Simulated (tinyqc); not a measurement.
# MOS inversion layer, Poisson-Schroedinger loop: two studies

Electrons confined at an insulator interface at z = 0, treated as a hard wall; parabolic valleys, Hartree approximation, no image or exchange terms. The depletion charge lies far deeper than the electrons and gives a uniform field q Nd/(eps0 eps_r); the gate balances all charge. Energies are counted from the band edge at the interface.

Parameters, values chosen for the exercise; masses and permittivity close to those of silicon (111): temperature T = 300 K; relative permittivity eps_r = 11.6; mass along z of valley set A (6 valley(s)) mz1 = 0.253 m0; in-plane density-of-states mass of set A md1 = 0.364 m0; sheet density of electrons Ns = 6e11 cm^-2; sheet density of depletion charge Nd = 2.3e11 cm^-2.

Constants: q = 1.602176634e-19 C, kB = 1.380649e-23 J/K, hbar = 1.054571817e-34 J s, m0 = 9.1093837015e-31 kg, Vt = kB T/q, eps0 = 8.8541878128e-14 F/cm where lengths are in cm, hbar^2/(2 m0) = 0.0380998212 eV nm^2. Results are converted to the units shown.

Each table varies one quantity; the others keep the values above.

## Effect of the sheet density of electrons

Schroedinger equation -(C/mz) psi'' + (V0 + U) psi = E psi, C = hbar^2/(2 m0), psi(0) = 0, on a uniform mesh of 800 nodes with a far wall at 64 nm, 8 levels a set; V0 = q Nd z/(eps0 eps_r); dU/dz = q (Ns - integral of n from 0 to z)/(eps0 eps_r), U(0) = 0; N_k = g md m0 q Vt/(pi hbar^2) ln(1 + exp((EF - E_k)/Vt)), g the number of valleys of the set, sum N_k = Ns. Triangular well: E_k = a_k (C F^2/mz)^(1/3), a_1 = 2.338107, a_2 = 4.087949, C = hbar^2/(2 m0), F in eV/nm. Fang-Howard (all electrons in the lowest level of set A): b^3 = 6 (mz1/C) q (Nd + 11 Ns/32)/(eps0 eps_r), centroid 3/b, level C b^2/(4 mz1) + (3/b) q (Nd + 11 Ns/16)/(eps0 eps_r). The centroid adds 3.9 z_av/eps_r to an oxide-equivalent thickness. Shares under 0.0001 % are printed as 0.

Results:
```
Ns (cm^-2),A1 (meV),A2 (meV),EF (meV),share of A1 (%),share of A2 (%),centroid z_av (nm),added oxide equivalent (nm),Fang-Howard centroid (nm)
1e11,35.7,60.0,-121,55.5,21.7,8.32,2.80,5.48
2.1e11,42.3,69.0,-93.5,58.5,20.9,7.76,2.61,5.24
4.5e11,55.2,86.2,-58.7,63.5,19.2,6.87,2.31,4.83
9.7e11,78.7,117,-12.3,70.9,16.3,5.71,1.92,4.26
2.1e12,120,169,52.6,79.4,12.3,4.48,1.51,3.57
9.4e12,303,386,282,93.1,4.49,2.56,0.859,2.32
2e13,494,604,500,96.8,2.07,1.91,0.641,1.83
```

Estimate the missing row, Ns = 4.4e12 cm^-2.

Computed row:
```
Ns (cm^-2),A1 (meV),A2 (meV),EF (meV),share of A1 (%),share of A2 (%),centroid z_av (nm),added oxide equivalent (nm),Fang-Howard centroid (nm)
4.4e12,187,251,143,87.1,8.11,3.42,1.15,2.92
```

With this row back in the table: As Ns goes from 1e11 to 2e13, A1 rises from 35.7 to 494 meV, the share of A1 rises from 55.5 to 96.8 % and the centroid falls from 8.32 to 1.91 nm. A1 goes as Ns^(0.65) between the last two rows (a triangular well in the field of that charge alone gives 2/3). EF lies more than 2 meV above A1 for Ns = 2e13. The Fang-Howard centroid is 34 % below the full one in the first row, where A1 holds 55.5 %, and 4.1 % below it in the last, where A1 holds 96.8 %. For Ns = 1e11, 2.1e11, 4.5e11 the eighth level of a set still holds over 0.4 % of the electrons, so more levels and a farther wall would raise the centroid.

## Effect of the sheet density of depletion charge

Schroedinger equation -(C/mz) psi'' + (V0 + U) psi = E psi, C = hbar^2/(2 m0), psi(0) = 0, on a uniform mesh of 800 nodes with a far wall at 95 nm, 8 levels a set; V0 = q Nd z/(eps0 eps_r); dU/dz = q (Ns - integral of n from 0 to z)/(eps0 eps_r), U(0) = 0; N_k = g md m0 q Vt/(pi hbar^2) ln(1 + exp((EF - E_k)/Vt)), g the number of valleys of the set, sum N_k = Ns.

Effect of the sheet density of depletion charge:
```
Nd (cm^-2),A1 (meV),A2 (meV),EF (meV),share of A1 (%),share of A2 (%),centroid z_av (nm),added oxide equivalent (nm),Fang-Howard centroid (nm)
1e11,55.4,84.1,-53.8,57.0,18.9,8.66,2.91,5.22
1.7e11,59.2,90.3,-47.8,62.1,18.7,7.28,2.45,4.87
3.1e11,66.6,103,-37.0,70.6,17.4,5.67,1.91,4.38
5.3e11,77.8,123,-22.6,80.0,14.1,4.44,1.49,3.89
9.4e11,97.3,158,-0.159,89.5,8.68,3.46,1.16,3.36
1.6e12,126,209,29.8,95.8,3.90,2.81,0.945,2.89
2.9e12,174,295,79.1,99.0,0.935,2.29,0.769,2.41
5e12,240,412,146,99.9,0.130,1.91,0.643,2.03
```

What does the comparison show?

As Nd goes from 1e11 to 5e12, A1 rises from 55.4 to 240 meV, the share of A1 rises from 57.0 to 99.9 % and the centroid falls from 8.66 to 1.91 nm. A1 goes as Nd^(0.59) between the last two rows (a triangular well in the field of that charge alone gives 2/3). The Fang-Howard centroid is 40 % below the full one in the first row, where A1 holds 57.0 %, and 6.0 % above it in the last, where A1 holds 99.9 %. For Nd = 1e11, 1.7e11 the eighth level of a set still holds over 0.4 % of the electrons, so more levels and a farther wall would raise the centroid.

Numbers from tinyqc (`OMP_NUM_THREADS=1 python tinyqc.py 2160161 2160162 out.jsonl`; about 0.5 s on one thread of a shared Intel Xeon 2.30GHz).
